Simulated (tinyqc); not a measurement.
What moves the results: Wannier exciton and Elliott formula. A value that a table varies takes the place of the one given here.

Saha balance n^2/n_x = K = (mu kB T/(4 pi c))^(3/2) exp(-Ry*/kB T) with n + n_x = N, 1s excitons only, equal spin counts for excitons and free pairs; free share f = 2/(1 + sqrt(1 + 4N/K)); c = hbar^2/2m0, Ry* = Ry mu/eps^2, 1/mu = 1/me + 1/mh, 1/angstrom^3 = 1e24/cm^3.

Constants: hbar^2/2m0 = 3.80998211 eV angstrom^2; kB = 8.617333262e-05 eV/K; Ry = 13.60569312 eV.

Inputs chosen for the exercise (near those of CdTe; not measured data): xs = (0.052, 0.16, 0.64, 1.5, 5.7, 13, 25, 70) ((E - Eg)/Ry*); me = 0.1 m0 (electron mass); mh = 0.277 m0 (hole mass); eps = 10.1 (dielectric constant); N = 0.65 x 1e16/cm^3 (density of pairs).

## Coulomb enhancement above the gap

Ry* = 9.7998 meV

With x = (E - Eg)/Ry* and y = pi/sqrt(x): S3 = y exp(y)/sinh(y), and S2 = exp(y)/cosh(y). Free-pair absorption goes as sqrt(x) in three dimensions and is constant in two.

Factors:
```
x      E - Eg (meV)  sqrt(x)      S3  S3 sqrt(x)     S2
0.052          0.51    0.228  27.554       6.283  2.000
0.16           1.57    0.400  15.708       6.283  2.000
0.64           6.27    0.800   7.857       6.286  1.999
1.5           14.70    1.225   5.161       6.321  1.988
5.7           55.86    2.387   2.836       6.770  1.866
13           127.40    3.606   2.112       7.617  1.702
25           244.99    5.000   1.757       8.783  1.557
70           685.98    8.367   1.422      11.898  1.359
```

What can be read from the table?

In three dimensions the product tends to 2 pi = 6.283 at the edge (6.283 in the first row), so the square-root onset becomes a step. Even 686 meV above the gap the enhancement is 1.42; it decays only as 1 + pi/sqrt(x) = 1.38. In two dimensions it never exceeds 2 and has fallen to 1.36. The last rows lie beyond the range of parabolic bands.

## Temperature

The balance at fixed N.

Ionisation:
```
T (K)  kB T/Ry*  K (1e16/cm^3)  free share
10        0.088       1.75e-06     0.00164
20        0.176        0.00146      0.0463
40        0.352         0.0709       0.280
77        0.677          0.742       0.641
150       1.319           4.14       0.879
300       2.638           17.1       0.965
```

What does this show, and why?

Half the pairs are free between 40 and 77 K, where K passes N/2; kB T = Ry* falls at 114 K. The free share goes from 0.00164 to 0.965. A lower density ionises at a lower temperature, since free pairs gain entropy.

(tinyqc, `OMP_NUM_THREADS=1 python tinyqc.py 1252317 1252318 out.jsonl`, Intel(R) Xeon(R) Processor @ 2.30GHz, 1 thread, shared host, about 0.01 s.)
